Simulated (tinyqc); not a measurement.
Domain walls in a thin film with perpendicular anisotropy: Bloch, Neel and chiral walls, motion and stripe domains. Changing the thickness t. Computed by tinyqc, a small Python program. Command: `OMP_NUM_THREADS=1 python tinyqc.py 3028116 3028117 out.jsonl mwall sweep`. One thread of a shared host (Intel(R) Xeon(R) Processor @ 2.30GHz), about 0.02 s of CPU time with the checks.

One-dimensional wall: polar angle theta(x), azimuth phi of the moment in the wall (phi = 0 Neel, 90 degrees Bloch). mu_0 = 1.25663706212e-6 T m/A, gamma = 1.76085963023e11 rad/(s T).

Inputs (values chosen for the exercise, for a model film):
```
quantity                      value    unit
saturation magnetisation M_s   1340    kA/m
exchange stiffness A             17    pJ/m
uniaxial anisotropy K_u        1820  kJ/m^3
DMI constant D                 0.17  mJ/m^2
```

Method:
- K_eff = K_u - mu_0 M_s^2/2; Delta = sqrt(A/K_eff); sigma_0 = 4 sqrt(A K_eff); profile theta = 2 arctan exp(x/Delta); quality factor Q = 2 K_u/(mu_0 M_s^2).
- sigma(phi) = sigma_0 + 2 Delta K_D cos^2(phi) - pi D cos(phi), with the wall shape anisotropy K_D = N_x mu_0 M_s^2/2, N_x = t ln 2/(pi Delta). The minimum has cos(phi) = D/D_N for D < D_N = 4 Delta K_D/pi and phi = 0 beyond; sigma turns negative at D_c = (sigma_0 + 2 Delta K_D)/pi.
- Dipolar length l = sigma/(mu_0 M_s^2); for t much smaller than the period the domain width is w = 0.955 t exp(pi l/t) (Kaplan and Gehring), given as log10 of w in nm.

One run for each value:
```
thickness t (nm)  D_N (mJ/m^2)  wall energy sigma (mJ/m^2)  log10 of the domain width in nm
0.50                    0.1585                      13.432                           15.923
0.69                    0.2187                      13.510                           11.658
0.97                    0.3074                      13.570                            8.426
1.30                    0.4120                      13.607                            6.423
1.90                    0.6022                      13.642                            4.600
2.60                    0.8240                      13.662                            3.572
3.60                    1.1410                      13.678                            2.834
5.00                    1.5847                      13.689                            2.334
```

What does the table show, and why?

Over the rows, D_N (mJ/m^2) rises from 0.158 to 1.58 (exponent d ln y / d ln x about 1.0 throughout); wall energy sigma (mJ/m^2) rises from 13.43 to 13.69 (exponent d ln y / d ln x 0.018 between the first rows and 0.0025 between the last); log10 of the domain width in nm falls from 15.9 to 2.33. D, K_u and M_s are held fixed; interface terms in a real film fall as 1/t.

Caution (rows 2.60, 3.60, 5.00): the formula for N_x assumes a film much thinner than the wall width.

Extremes, crossings and ranges named in words are read from the listed rows.
